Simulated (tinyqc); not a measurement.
How many levels, and whether to terminate: recursion (Haydock) method for the local density of states: bulk site of a cubic lattice.

One orbital a site at energy 0, hopping -t to the 6 nearest neighbours of a cubic lattice; the start u0 is a site in the bulk, with energy V. Recursion: a_n = <u_n|H|u_n>, b_(n+1) u_(n+1) = (H - a_n) u_n - b_n u_(n-1), b > 0. G(z) = 1/(z - a0 - b1^2/(z - a1 - b2^2/(...))), z = E + i eta. After n levels the tail is b_n^2 T with the square-root terminator T = (z - sqrt(z - 2b) sqrt(z + 2b))/(2 b^2), b = 3t so that the band edges lie at -/+ 6t.

Reference: the closed form for a chain (bulk 1/sqrt(z^2 - 4t^2), end site (z - sqrt(z^2 - 4t^2))/(2t^2)), averaged over 400 points (j + 1/2) pi/400 in each remaining direction with z shifted by 2t cos k, then G/(1 - V G).

Parameters, chosen for this exercise: t = 0.97 eV (hopping); V = 0 eV (shift of the starting site); eta = 0.049 eV (broadening).

Energies as fractions of the half width 6t.

Density (1/eV):
```
fraction,E (eV),2 levels,4 levels,7 levels,"7, no terminator",reference
-1.10,-6.402,0.0009,0.0009,0.0009,0.0009,0.0009
-0.90,-5.238,0.0212,0.0231,0.0220,0.0281,0.0221
-0.60,-3.492,0.0631,0.0582,0.0584,0.0082,0.0594
-0.35,-2.037,0.1115,0.1217,0.1225,1.2981,0.1244
-0.15,-0.873,0.1497,0.1479,0.1492,0.0100,0.1457
0.00,0.000,0.1614,0.1471,0.1422,2.0504,0.1456
0.15,0.873,0.1497,0.1479,0.1492,0.0100,0.1457
0.35,2.037,0.1115,0.1217,0.1225,1.2981,0.1244
0.60,3.492,0.0631,0.0582,0.0584,0.0082,0.0594
0.90,5.238,0.0212,0.0231,0.0220,0.0281,0.0221
1.10,6.402,0.0009,0.0009,0.0009,0.0009,0.0009
```

What does the comparison show, and why?

Largest errors against the reference: 0.0158 (2 levels), 0.0026 (4), 0.0035 (7) and 1.905 without terminator, which leaves seven broadened spikes in place of a band. With seven levels the error is largest at E = -0.87 and 0.87 eV. The error does not fall at every step in the number of levels.

tinyqc: `OMP_NUM_THREADS=1 python tinyqc.py 1480619 1480620 out.jsonl`; about 0.1 s, one thread, shared Intel(R) Xeon(R) Processor @ 2.30GHz.
